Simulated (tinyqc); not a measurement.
# Pinning factor and decay constant from two barriers

Problem. phiB = S (phiM - chi) + (1 - S)(Eg - E0) with S = 1/(1 + (1/S0 - 1) exp(-be ti)). Find S0, S at the given thickness and be.

Parameters, values chosen for the exercise; semiconductor values close to those of silicon; interlayer mass of the order of that in hafnium oxide, offset chosen freely:
- Eg = 1.09 eV (band gap)
- chi = 4.05 eV (electron affinity)
- E0 = 0.37 eV (charge-neutrality level above the valence band)
- phiM = 4.42 eV (metal work function)

phiB at ti = 0, 0.3 nm (eV): 0.6255  0.55850258

Solution. Each barrier gives its S by linear interpolation between the pinned and the unpinned value; the ratio of the two values of 1/S - 1 is exp(be ti).

S0 = 0.2700
S = 0.4614
be = 2.800 1/nm

tinyqc, about 0.04 s, one thread, Intel Xeon 2.30GHz (shared host): `OMP_NUM_THREADS=1 python tinyqc.py 2270135 2270136 out.jsonl`
